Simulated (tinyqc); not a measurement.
Inside a calculation: two-dimensional electron gas with Rashba and Dresselhaus coupling. Values are carried at full precision from step to step, so a last printed digit may differ when a step is redone from the rounded ones.

H = c k^2/m + al (ky sx - kx sy) + b1 (kx sx - ky sy) + gam kx ky (kx sy - ky sx), s the Pauli matrices, x = [100], c = hbar^2/2m0, b1 = gam (pi/L)^2 (hard walls). H = c k^2/m + B.s, so E = c k^2/m -/+ |B| and the lower state has its spin along -B.

Constants: hbar^2/2m0 = 3.80998211 eV angstrom^2; hbar = 6.58211957e-16 eV s.

Inputs chosen for the exercise (of the size met in GaAs; the results hold for these values, not for the real material):
- m = 0.0705 m0 (mass)
- al = 0.022 eV angstrom (Rashba constant)
- gam = 11.2 eV angstrom^3 (bulk Dresselhaus constant)
- L = 83 angstrom (width of the (001) well)
- n = 14 1e11/cm^2 (sheet density (one subband filled))
- phi = 160 degrees (angle of k from [100])

## Scales

b1; mean Fermi wave vector k0 = sqrt(2 pi n) (1e11/cm^2 = 1e-5/angstrom^2); E0 = c k0^2/m; b3 = gam k0^2/4; kR = al m/(2c) and ER = al kR/2, the shift and depth of a pure Rashba band.

b1 = 0.01605 eV angstrom
k0 = 0.02966 1/angstrom
E0 = 47.538 meV
b3 = 0.002463 eV angstrom
kR = 0.0002035 1/angstrom
ER = 0.002239 meV

The ratio al/(b1 - b3) is 1.62; kR is 0.7 % of k0.

## Spin-orbit field at one point of the Fermi circle

k = k0 (cos phi, sin phi). Form B, the splitting 2|B| and the direction of the lower spin, atan2(-By, -Bx).

Bx, By (meV): [-0.1919, 0.5386]

splitting = 1.1436 meV
direction of the lower spin = -70.4 degrees

## The matrix

H = [[E0, Bx - i By], [Bx + i By, E0]] in meV; diagonalise. Precession period h/(2|B|) = 2 pi hbar/(splitting).

H (meV), rows up, down and columns alike:
```
[[47.5381, -0.1919-0.5386i],
 [-0.1919+0.5386i, 47.5381]]
```

levels (meV): [46.9663, 48.1099]

period = 3.62 ps

## The two wave vectors at the energy E0 along this direction

Solve c k^2/m -/+ |B(k)| = E0. The spin turns by (k_outer - k_inner) per length, so a half turn takes pi/(difference).

k (1/angstrom): outer 0.029838, inner 0.029481

difference = 0.0003567 1/angstrom
length of a half turn = 880.6 nm

For linear terms alone the difference is (m/c)|B|/k, whatever the energy: every electron along this direction turns alike, the basis of the spin transistor. The cubic term makes it depend on density.

## Checks

- Difference of the Fermi wave vectors without Dresselhaus terms against al m/c: both 0.00040709.

Run: tinyqc, `OMP_NUM_THREADS=1 python tinyqc.py 1452170 1452171 out.jsonl`; Intel(R) Xeon(R) Processor @ 2.30GHz, one thread, shared host; about 0.01 s of CPU time with all checks.
